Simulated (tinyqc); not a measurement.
Comparisons within one model: thin-film optics by transfer matrices. A value that a table varies takes the place of the one given here.

Indices N = n + i k. Snell: N0 sin(theta) = N_j sin(theta_j), with Im(N_j cos theta_j) >= 0. Admittance y_j = N_j cos theta_j for s and N_j/cos theta_j for p. Phase delta_j = 2 pi N_j cos theta_j d_j/lambda. Layer matrix [[cos delta, -i sin delta/y], [-i y sin delta, cos delta]], multiplied from the top down to M. (B, C) = M (1, y_sub); r = (y0 B - C)/(y0 B + C), R = |r|^2, T = 4 Re y0 Re y_sub/|y0 B + C|^2, absorbed in the films 1 - R - T.

Ellipsometry: rho = tan(Psi) exp(i Delta) = -conj(r_p/r_s) with the r of the admittance formula, Delta in 0 to 360 degrees, so that a bare dielectric at small angles gives Delta = 180.

Inputs chosen for the exercise (indices near those of Si3N4, SiO2 on Si; the results hold for these values, not for the real material):
- lam = 248 nm (vacuum wavelength)
- n0 = 1 (ambient index)
- n = (2.279, 1.497, 1.6) (n of Si3N4, SiO2, substrate)
- k = (0.005, 0, 3.618) (k in the same order)
- d = (136, 36.9) nm (thicknesses, top first)
- theta = 60 degrees (angle of incidence)
- pol = p (polarisation)

## Swing curve: thickness of the top film

The first entry of d takes the values listed.

Stack:
```
d_1 (nm),R,T,absorbed
136.0,0.5919,0.3518,0.0563
145.8,0.6250,0.3218,0.0533
155.6,0.6048,0.3378,0.0574
165.4,0.5382,0.3914,0.0704
175.2,0.4807,0.4340,0.0853
185.0,0.5074,0.4056,0.0870
194.8,0.5748,0.3466,0.0786
204.6,0.6089,0.3174,0.0737
214.4,0.5884,0.3328,0.0788
224.2,0.5204,0.3847,0.0949
234.0,0.4618,0.4259,0.1122
243.8,0.4891,0.3987,0.1122
253.6,0.5581,0.3416,0.1003
```

What can be read from the table?

R swings between 0.4618 and 0.6250 on these points. The period is lambda/(2 Re(N_1 cos theta_1)) = 58.8 nm, six rows. The film absorbs, so the curve does not repeat exactly: the swing is 0.1443 in the first period and 0.1471 in the second. The swing ratio (max - min)/mean is 0.30.

## Angle of incidence

Both polarisations.

Stack:
```
theta (degrees),R_s,R_p,Psi,Delta
0,0.8263,0.8263,45.00,180.00
15,0.8353,0.8196,44.73,179.45
30,0.8544,0.7914,43.90,180.03
45,0.8701,0.7192,42.28,188.27
55,0.8770,0.6373,40.44,203.68
60,0.8808,0.5919,39.34,216.22
65,0.8862,0.5545,38.34,232.81
70,0.8951,0.5391,37.81,253.62
75,0.9098,0.5629,38.19,278.04
80,0.9322,0.6414,39.68,304.71
85,0.9629,0.7858,42.09,332.26
```

How do the results move?

R_s and R_p agree at normal incidence (0.8263). R_p is lowest at 70 degrees of those listed (0.5391), where R_s = 0.8951: the two are within a factor 2 of each other, so the minimum selects polarisation poorly. R_s rises steadily with the angle.

## Sensitivity of the reflectance

R for both polarisations. Each row changes one parameter from the base and keeps the others.

Results:
```
case,R_s,R_p,T_s
base,0.8808,0.5919,0.0907
"d = (141, 36.9) nm",0.9098,0.6150,0.0683
"n = (2.325, 1.497, 1.6)",0.9064,0.6174,0.0711
"k = (0.005, 0, 3.99)",0.8906,0.6285,0.0802
lam = 253 nm,0.8476,0.5728,0.1165
theta = 65 degrees,0.8862,0.5545,0.0856
```

What does this show?

The largest shifts from the base row, up to three for each result and ties (the steps differ in size, so this ranks the rows, not the parameters). R_s: lam -0.0332, d +0.0290, n +0.0256. R_p: theta -0.0375, k +0.0365, n +0.0255. T_s: lam +0.0258, d -0.0224, n -0.0197.

Program tinyqc; command `OMP_NUM_THREADS=1 python tinyqc.py 1651840 1651841 out.jsonl`; about 0.01 s on one thread of a shared Intel(R) Xeon(R) Processor @ 2.30GHz.
